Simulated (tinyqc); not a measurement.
What moves the results: three-level Kane dispersion of a narrow-gap semiconductor. A value that a table varies takes the place of the one given here.

Zero of energy at Gamma8, c = hbar^2/2m0, P^2 = Ep c. The free-electron term and remote bands are left out, so the heavy holes are flat at E = 0 and the other three bands obey E (E - Eg)(E + Dso) = P^2 k^2 (E + 2 Dso/3). The conduction band is the highest root; its edge is Ec = max(Eg, 0).

Degenerate electrons at T = 0: kF = (3 pi^2 n)^(1/3), 1 cm^-3 = 1e-24 angstrom^-3; EF is the highest root at kF. The momentum (cyclotron, optical) mass is m(E) = hbar^2 k/(dE/dk) = c d(k^2)/dE with d(k^2)/dE = k^2 [1/E + 1/(E - Eg) + 1/(E + Dso) - 1/(E + 2 Dso/3)]; the density of states is k d(k^2)/dE/(2 pi^2).

Edge mass m0* = Eg (Eg + Dso)/(Ep (Eg + 2 Dso/3)).
Constants: hbar^2/2m0 = 3.80998211 eV angstrom^2.

Values chosen for the exercise (near those of GaSb; shifted at random, so the results belong to these values and not to a real crystal): Eg = 0.805 eV (E(Gamma6) - E(Gamma8)); Dso = 0.73 eV (spin-orbit splitting); Ep = 26.2 eV (Kane energy); k = 0.038 1/angstrom (wave vector); n = 3.2e+17 cm^-3 (electron density).

## Filling the band

n from 1e15 to 1e19 cm^-3. The last column is the local power d ln(EF - Ec)/d ln n = kF^2/(1.5 (EF - Ec) d(k^2)/dE).

Results:
```
n (cm^-3)  kF (1/angstrom)  EF - Ec (meV)  parabolic (meV)   m(EF)  m(EF)/m0*  power
1.0e+15            0.00309            1.0              1.0  0.0366       1.00  0.666
1.0e+16            0.00667            4.6              4.6  0.0369       1.01  0.663
3.0e+16            0.00961            9.5              9.6  0.0373       1.02  0.660
1.0e+17            0.01436           21.0             21.5  0.0382       1.05  0.652
3.0e+17            0.02071           42.7             44.8  0.0400       1.10  0.638
1.0e+18            0.03094           90.7             99.9  0.0439       1.20  0.611
3.0e+18            0.04462          174.1            207.7  0.0506       1.39  0.574
1.0e+19            0.06665          337.7            463.5  0.0636       1.74  0.526
```

What does this show?

The power falls from 0.666 to 0.526: 2/3 marks a parabola, 1/3 a linear band. The parabola is within 10 % up to n = 3.0e+17 cm^-3. The mass ends at 1.74 times its edge value. Side valleys are left out; where they lie low (GaSb, grey Sn: about 0.1 eV) they take the electrons long before the last rows.

## Closing and inverting the gap

Eg is varied at fixed k, Dso and Ep. Edge mass: Eg (Eg + Dso)/(Ep (Eg + 2 Dso/3)) for Eg > 0, 3 |Eg|/(2 Ep) for Eg < 0. The Gamma6 weight of the conduction state is 1/(1 + P^2 k^2 [(2/3)/E^2 + (1/3)/(E + Dso)^2]).

Results:
```
Eg (eV)      m0*  highest root (eV)  middle (eV)  lowest (eV)  E - Ec (meV)  Gamma6 weight
-0.300   0.01718             0.2096      -0.3974      -0.8422         209.6          0.308
-0.150   0.00859             0.2633      -0.3259      -0.8174         263.3          0.411
-0.060   0.00344             0.3033      -0.2867      -0.8066         303.3          0.479
-0.015   0.00086             0.3256      -0.2686      -0.8020         325.6          0.513
0.015    0.00085             0.3414      -0.2571      -0.7992         326.4          0.536
0.060    0.00331             0.3662      -0.2408      -0.7954         306.2          0.569
0.150    0.00791             0.4204      -0.2116      -0.7888         270.4          0.633
0.300    0.01499             0.5223      -0.1721      -0.7802         222.3          0.723
```

What does this show?

The edge mass vanishes with |Eg| from both sides, yet the kinetic energy at this k stays finite, at most 326.4 meV in the table; at Eg = 0 the two-level form, without the split-off band, gives the linear value sqrt(2/3) P k = 310.0 meV. The Gamma6 weight of the conduction state goes smoothly from 0.31 to 0.72 and is 0.51 and 0.54 in the two rows next to Eg = 0: at finite k nothing jumps at the inversion.

## What each parameter does

Edge mass, EF - Ec and m(EF). Each row changes one parameter from the base and keeps the others.

Results:
```
case               m0* (m0)  EF - Ec (meV)  m(EF) (m0)
base                0.03651          44.51     0.04014
n = 6.4e+17 cm^-3   0.03651          68.87     0.04212
Eg = 0.9257 eV      0.04142          39.65     0.04462
Dso = 0.6205 eV     0.03594          45.18     0.03958
Ep = 30.13 eV       0.03175          50.84     0.03535
```

What can be read from the table?

The largest shifts from the base row, up to three for each result and ties (the steps differ in size, so this ranks the rows, not the parameters). m0* (m0): Eg +0.00491, Ep -0.00476, Dso -0.00057; unchanged at the printed digits by n. EF - Ec (meV): n +24.36, Ep +6.33, Eg -4.85. m(EF) (m0): Ep -0.00479, Eg +0.00448, n +0.00198.

Computed by tinyqc, a small Python program: `OMP_NUM_THREADS=1 python tinyqc.py 1051445 1051446 out.jsonl` (the numbers bound the seed that draws the inputs); one thread of a shared host (Intel(R) Xeon(R) Processor @ 2.30GHz), about 0.01 s for the whole set of steps.
